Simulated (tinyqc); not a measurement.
# Schottky diode by the thermionic emission-diffusion theory: current against voltage

Metal on an n-type semiconductor with one parabolic valley; V > 0 is forward bias (metal positive). The band bends as a parabola over the depletion layer, by Vd = Vbi - V; no image force. Carriers drift and diffuse up to the interface and leave it with the velocity vR.

A* = 4 pi q me m0 kB^2/h^3 (times 1e-4 for A/(cm^2 K^2)); Nc = 2 (2 pi me m0 kB T/h^2)^1.5 (times 1e-6 for cm^-3); Vbi = phi - Vt ln(Nc/Nd); vR = A* T^2/(q Nc). LD = sqrt(eps0 eps_r Vt/(q Nd)), a = sqrt((Vbi - V)/Vt), D(a) = exp(-a^2) int_0^a exp(s^2) ds (Dawson), vD = mun Vt/(sqrt(2) LD D(a)). J = q Nc [vR vD/(vR + vD)] exp(-phi/Vt) [exp(V/Vt) - 1]. Ideality n = (dV/d ln[J/(1 - exp(-V/Vt))])/Vt.

Parameters, values chosen for the exercise; band and dielectric values close to those of In0.53Ga0.47As:
```
symbol,value,unit,meaning
T,200,K,temperature
me,0.0416,m0,electron mass
eps_r,13.9,,relative permittivity
mun,11000,cm^2/(V s),electron mobility
phi,0.45,eV,barrier height seen from the metal
Nd,1.6e15,cm^-3,donor density
```

Constants: q = 1.602176634e-19 C, kB = 1.380649e-23 J/K, h = 6.62607015e-34 J s, m0 = 9.1093837015e-31 kg, Vt = kB T/q, eps0 = 8.8541878128e-14 F/cm where lengths are in cm. Results are converted to the units shown.

Result of one run:
```
vD (cm/s)	vD/(vR + vD)	J (A/cm^2)	n
5.9180e7	0.84605	11.764	1.0200
```

Which bias V gave this result: 0.05, 0.168, 0.246 or 0.285 V?

V = 0.285 V.

The whole series:
```
V (V)	vD (cm/s)	vD/(vR + vD)	J (A/cm^2)	n
0.05	1.2463e8	0.92046	1.4483e-5	1.0022
0.089	1.1645e8	0.91535	1.4563e-4	1.0027
0.128	1.0763e8	0.90904	0.0013972	1.0034
0.168	9.7734e7	0.90075	0.014108	1.0046
0.207	8.6940e7	0.88979	0.13394	1.0065
0.246	7.4434e7	0.87361	1.2639	1.0104
0.285	5.9180e7	0.84605	11.764	1.0200
0.324	4.0712e7	0.79082	105.68	1.0451
```

vD falls from 1.25e8 to 4.07e7 cm/s and the share vD/(vR + vD) falls from 0.920 to 0.791; n goes from 1.002 to 1.045. It exceeds 1 only as far as vD, which falls with the surface field, limits the current. In every row vD exceeds 3e7 cm/s, beyond usual saturation velocities, since the low-field mobility is used at the surface field.

Computed by the program tinyqc: `OMP_NUM_THREADS=1 python tinyqc.py 2640090 2640091 out.jsonl`, one thread of a shared Intel Xeon 2.30GHz, about 0.01 s for the whole run.
